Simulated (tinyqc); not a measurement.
Single-photon avalanche diode, trigger probability and counting: two steps of the calculation.

A multiplication layer of width W with the uniform field V/W; alpha = an exp(-bn/E) for electrons, beta = ap exp(-bp/E) for holes (local model, no dead space). a = alpha W, b = beta W. Electrons enter at x = 0, holes at x = W. P0 is the probability that an electron entering at 0 starts a lasting avalanche, PW the same for a hole entering at W.

Values chosen for this exercise; ionisation coefficients close to those of indium phosphide:
```
symbol,value,unit,meaning
Vx,7.8,V,excess bias
eta,0.69,,probability that a photon makes a pair that enters the layer
Gd,45000,1/s,thermal generation rate in the layer
td,10,ns,dead time
Cd,49,fF,diode capacitance
Rq,50,kohm,quench resistance
pa,7.3e-8,,trapping probability per avalanche carrier
tt,6.5,ns,trap release time
nph,6.7e6,1/s,photon rate
```

Constants: q = 1.602176634e-19 C. Results are converted to the units shown.

Problem 1. Trigger probability by substitution. PW = P0 exp(b - a)/(1 - P0 + P0 exp(b - a)); P0(new) = 1 - (1 - PW)^(a/b).

P0 after iteration 1 = 0.90589734
a = 2.7016154
b = 3.7118417

Find: PW; P0 after iteration 2.

Solution 1.

PW = 0.96355
P0 after iteration 2 = 0.91023

Problem 2. Detection, dark counts, afterpulses and dead-time loss. Pm is the mean trigger probability of pairs made evenly in the layer. PDP = eta P0; dark counts Gd Pm; avalanche charge Cd Vx/q; afterpulse probability pa (Cd Vx/q) exp(-td/tt) Pm; true rate n = nph PDP + dark counts; measured n/(1 + n td) (non-paralysable) or n exp(-n td) (paralysable); recharge time Rq Cd.

P0 = 0.92330427
Pm = 0.95050881

Wanted: PDP; dark counts; avalanche charge; afterpulse probability; true rate; measured, non-paralysable; measured, paralysable; recharge time.

Solution 2.

PDP = 0.6371
dark counts = 4.277e4 1/s
avalanche charge = 2.386e6 electrons
afterpulse probability = 3.554 %
true rate = 4.311e6 1/s
measured, non-paralysable = 4.133e6 1/s
measured, paralysable = 4.129e6 1/s
recharge time = 2.450 ns

Dead time hides 4.1 % of the events in the first model and 4.2 % in the second.

Numbers from tinyqc (`OMP_NUM_THREADS=1 python tinyqc.py 2630060 2630061 out.jsonl`; about 0.01 s on one thread of a shared Intel Xeon 2.30GHz).
